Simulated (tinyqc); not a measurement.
Inside a calculation. Model: cell-based percolation model of oxide breakdown.

Numbers from tinyqc (`OMP_NUM_THREADS=1 python tinyqc.py 2070042 2070043 out.jsonl`; about 0.01 s on one thread of a shared Intel Xeon 2.30GHz). Printed values are rounded.

The oxide, of thickness n a, is cut into cubic cells. A cell is defective with the chance l = 1 - exp(-a^3 N), N = N1 (t/1 s)^al. A column of n defective cells breaks the oxide down, and the area holds M = A/a^2 independent columns: 1 - F = (1 - l^n)^M.

Values chosen for this exercise: edge of a cell a = 0.6 nm; cells across the oxide n = 3; area A = 370 um^2; exponent of defect growth al = 0.5; defect density after 1 s N1 = 2.4e18 cm^-3.

## Critical defect density

At F = 1 - 1/e: l_c = (1 - exp(-1/M))^(1/n), N_bd = -ln(1 - l_c)/a^3, t63 = (N_bd/N1)^(1/al). W = ln(-ln(1 - F)); for small l, W = ln M + n ln(a^3 N), so the Weibull slope is n al.

thickness = 1.8 nm
M = 1.027778e9
l_c = 9.909086e-4
N_bd = 4.589814e18 cm^-3
N_bd times thickness = 8.261666e11 cm^-2
t63 = 3.657360 s
n al = 1.5

## The distribution

| point | t (s) |
|---|---|
| 0 | 0.0079 |
| 1 | 0.037 |
| 2 | 0.17 |
| 3 | 0.79 |
| 4 | 2.3 |
| 5 | 3.7 |
| 6 | 6.7 |

N, l, F and W = ln(-ln(1 - F)) at each time; the slope is taken between the end points.

| point | N (cm^-3) | l | F | W |
|---|---|---|---|---|
| 0 | 2.133167e17 | 4.607534e-5 | 1.005271e-4 | -9.205033 |
| 1 | 4.616492e17 | 9.971126e-5 | 0.001018382 | -6.889031 |
| 2 | 9.895454e17 | 2.137190e-4 | 0.009982781 | -4.601881 |
| 3 | 2.133167e18 | 4.606579e-4 | 0.09558740 | -2.297900 |
| 4 | 3.639780e18 | 7.858836e-4 | 0.3927741 | -0.695441 |
| 5 | 4.616492e18 | 9.966653e-4 | 0.6385133 | 0.017378 |
| 6 | 6.212246e18 | 0.001340945 | 0.9161040 | 0.907523 |

slope = 1.499712

The slope is 0.019 % below n al, since l grows a little more slowly than N.
